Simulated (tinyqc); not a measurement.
From results back to parameters: valley splitting in a one-orbital chain of atomic planes (second-neighbour model). Five cases, with inputs chosen for the exercise.

Problem. For E(phi) = e0 + 2 v cos(phi) + 2 u cos(2 phi) with u, v > 0 and planes a/4 apart, the heights of the band at phi = 0 and phi = pi above its minimum were computed from hidden u and v; c = hbar^2/2m0.

Constants: hbar^2/2m0 = 3.80998211 eV angstrom^2.

Case 1.

Values chosen (out of a larger set: near those of the Delta valleys of silicon; abrupt walls in this chain split the valleys several times more than measured wells; not measured data): a = 5.441 angstrom (lattice constant; planes lie a/4 apart).

E(0) - Emin = 3.379227 eV
E(pi) - Emin = 1.523227 eV

Case 2.

Values chosen (out of a larger set: near those of the Delta valleys of silicon; abrupt walls in this chain split the valleys several times more than measured wells; not measured data): a = 5.424 angstrom (lattice constant; planes lie a/4 apart).

E(0) - Emin = 3.885267 eV
E(pi) - Emin = 1.461267 eV

Case 3.

Values chosen (out of a larger set: near those of the Delta valleys of silicon; abrupt walls in this chain split the valleys several times more than measured wells; not measured data): a = 5.425 angstrom (lattice constant; planes lie a/4 apart).

E(0) - Emin = 3.606516 eV
E(pi) - Emin = 1.358516 eV

Case 4.

Values chosen (out of a larger set: near those of the Delta valleys of silicon; abrupt walls in this chain split the valleys several times more than measured wells; not measured data): a = 5.425 angstrom (lattice constant; planes lie a/4 apart).

E(0) - Emin = 3.460424 eV
E(pi) - Emin = 1.320424 eV

Case 5.

Values chosen (out of a larger set: near those of the Delta valleys of silicon; abrupt walls in this chain split the valleys several times more than measured wells; not measured data): a = 5.423 angstrom (lattice constant; planes lie a/4 apart).

E(0) - Emin = 3.588459 eV
E(pi) - Emin = 1.468459 eV

Find: u, v; phi0; mass at the minimum.

Solution. E - Emin = 4u (cos(phi) + v/(4u))^2. The difference of the two heights is 4v, and for v < 4u the sum of their square roots is 4 sqrt(u). The mass is (2c)/((a/4)^2 (8u - v^2/(2u))).

Case 1.

u, v (eV): 0.590  0.464

phi0 = 1.7687 rad
mass at the minimum = 0.908 m0

Case 2.

u, v (eV): 0.632  0.606

phi0 = 1.8129 rad
mass at the minimum = 0.870 m0

Case 3.

u, v (eV): 0.587  0.562

phi0 = 1.8125 rad
mass at the minimum = 0.936 m0

Case 4.

u, v (eV): 0.566  0.535

phi0 = 1.8094 rad
mass at the minimum = 0.969 m0

Case 5.

u, v (eV): 0.603  0.530

phi0 = 1.7923 rad
mass at the minimum = 0.903 m0

Computed by tinyqc, one run a case: `OMP_NUM_THREADS=1 python tinyqc.py N N+1 out.jsonl` with N = 1480204, 1480205, 1480272, 1480398, 1480406; one thread of a shared Intel(R) Xeon(R) Processor @ 2.30GHz, about 0.02 s a run at most.
